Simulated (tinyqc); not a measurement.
Thermal stress, cracking, delamination and buckling of a thin film; Griffith cracks and misfitting inclusions. Changing the flaw half length a. Computed by tinyqc, a small Python program. Command: `OMP_NUM_THREADS=1 python tinyqc.py 3010921 3010922 out.jsonl filmcrack sweep`. One thread of a shared host (Intel(R) Xeon(R) Processor @ 2.30GHz), about 0.03 s of CPU time with the checks.

Isotropic linear elasticity; the substrate is much thicker than the film; stress is positive in tension.

Inputs (values chosen for the exercise, modelled on a porous low-k oxide on silicon): substrate Young's modulus E_s = 154 GPa; substrate Poisson ratio nu_s = 0.22; substrate surface energy gamma_s = 1.7 J/m^2.

Method. Through crack of length 2a in plane strain: K_Ic = sqrt(2 gamma_s E_s/(1 - nu_s^2)); fracture stress = K_Ic/sqrt(pi a). An edge crack of depth a has K larger by 1.1215.

One run for each value:
```
flaw half length a (micrometre),"fracture stress, inner crack (MPa)","fracture stress, edge crack (MPa)"
0.01,4185.0,3731.6
0.032,2339.5,2086.0
0.1,1323.4,1180.0
0.32,739.8,659.7
1,418.5,373.2
3.2,233.9,208.6
10,132.3,118.0
32,74.0,66.0
100,41.9,37.3
```

What does the table show, and why?

Over the rows, fracture stress, inner crack (MPa) falls from 4190 to 41.9 (exponent d ln y / d ln x about -0.50 throughout); fracture stress, edge crack (MPa) falls from 3730 to 37.3 (exponent d ln y / d ln x about -0.50 throughout). The exponent of fracture stress, inner crack stays at -0.50: Griffith's law.
